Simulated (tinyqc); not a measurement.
Single-oscillator infrared dielectric function of a polar cubic crystal: one step, computed by the program tinyqc. Command: `OMP_NUM_THREADS=1 python tinyqc.py 3019864 3019865 out.jsonl infrared walk`. One thread of a shared host (Intel(R) Xeon(R) Processor @ 2.30GHz), about 0.01 s of CPU time with the checks.

One ion pair, charges +Z* and -Z*, in a cell of volume Omega = a^3/4. Frequencies omega are given as wavenumbers (1/cm); eps_s is the static dielectric constant.

Problem. Optical constants at the probe frequency. eps(omega) = eps_inf + W^2/(omega_TO^2 - omega^2 - i gamma omega); n + i k = sqrt(eps) with k >= 0; R = |(n + i k - 1)/(n + i k + 1)|^2 at normal incidence from vacuum. omega is the probe ratio times omega_TO. Intensity decays over 1/(4 pi omega k); the loss function is Im(-1/eps).

Inputs (values chosen for the exercise, modelled on cadmium telluride): omega_TO = 139 1/cm; eps_inf = 7.22; phonon damping gamma = 4.7 1/cm; probe frequency / omega_TO = 0.644.

Structure: zinc blende. Free carriers: absent.

W = 257.4430 1/cm

Give: omega; Re eps; Im eps; n; k; reflectivity R; penetration depth of the intensity; loss function.

Solution.

omega = 89.516 1/cm

Re eps = 13.073

Im eps = 0.21777

n = 3.6158

k = 0.030114

reflectivity R = 0.32118

penetration depth of the intensity = 295.21 micrometre

loss function = 0.0012739

Re eps is positive and k is small against n: the wave propagates.
